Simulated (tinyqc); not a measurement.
Junction field-effect transistor with two gates, gradual channel with velocity saturation: effect of half the channel thickness on saturation.

A uniformly doped n-type channel, depleted from both sides by p+ gates; at channel potential V the depleted share of a is u = sqrt((Vbi - Vg + V)/Vp), s at the source. Electrons drift with v = mu E/(1 + mu E/vsat). Abrupt depletion edge, no series resistance, source at 0.

ni = sqrt(Nc Nv) exp(-Eg/(2 Vt)), Eg in volts; Vbi = Vt ln(Na Nd/ni^2); Vp = q Nd a^2/(2 eps0 eps_r); G0 = 2 q mu Nd a W/L; Z = mu Vp/(vsat L); s = sqrt((Vbi - Vg)/Vp). I = (G0 Vp/3) F/(1 + Z (u^2 - s^2)), F = 3 (u^2 - s^2) - 2 (u^3 - s^3), with u at V = Vd; Z = 0 gives constant mobility, for which u stops at 1. The current peaks at u = um, the root of (1 - u)(1 + Z (u^2 - s^2)) = Z F/3; beyond Vdsat = Vp (um^2 - s^2) it is held at that value. gm = G0 (um - s)/(1 + Z (um^2 - s^2)).

Values chosen for this exercise; material values those of a made-up semiconductor:
- T = 400 K (temperature)
- eps_r = 16 (relative permittivity of the semiconductor)
- Nc = 6.24e17 cm^-3 (conduction-band density of states at T)
- Eg = 1.68 eV (band gap)
- Nv = 1.11e19 cm^-3 (valence-band density of states at T)
- Nd = 2.5e16 cm^-3 (donor density of the channel)
- mu = 5800 cm^2/(V s) (low-field mobility at this doping)
- vsat = 1.1e7 cm/s (saturation velocity)
- L = 10 um (gate length)
- W = 300 um (gate width)
- Na = 1.9e18 cm^-3 (acceptor density of the gates)
- Vg = -0.8 V (gate voltage)

Constants: q = 1.602176634e-19 C, kB = 1.380649e-23 J/K, Vt = kB T/q, eps0 = 8.8541878128e-14 F/cm where lengths are in cm. Results are converted to the units shown.

Result of one run:
```
a (nm)      Z      um  Vdsat (V)  Isat (mA)  Isat for Z = 0 (mA)  gm (mS)
690     3.549  0.8426      2.471      28.70                80.45    10.73
```

What becomes of these results when the half the channel thickness a is changed from 690 to 570 nm, all else the same?

Result of the changed run:
```
a (nm)      Z      um  Vdsat (V)  Isat (mA)  Isat for Z = 0 (mA)  gm (mS)
570     2.422  0.9178      1.560      12.39                24.92    9.104
```

The whole series:
```
a (nm)      Z      um  Vdsat (V)  Isat (mA)  Isat for Z = 0 (mA)  gm (mS)
470     1.647  0.9790     0.6845      2.615                3.648    5.739
570     2.422  0.9178      1.560      12.39                24.92    9.104
690     3.549  0.8426      2.471      28.70                80.45    10.73
840     5.260  0.7618      3.480      52.90                205.7    11.59
1000    7.454  0.6917      4.456      81.50                421.8    11.97
```

As a goes from 470 to 1000 nm, Vdsat rises from 0.684 to 4.46 V, Isat rises from 2.62 to 81.5 mA and gm rises from 5.74 to 12.0 mS. Isat is 0.717 of the constant-mobility value in the first row and 0.193 in the last. At a = 470 nm the open channel at the source, (1 - s) a, is under two Debye lengths, so the abrupt edge is rough.

Numbers from tinyqc (`OMP_NUM_THREADS=1 python tinyqc.py 2500066 2500067 out.jsonl`; about 0.06 s on one thread of a shared Intel Xeon 2.30GHz).
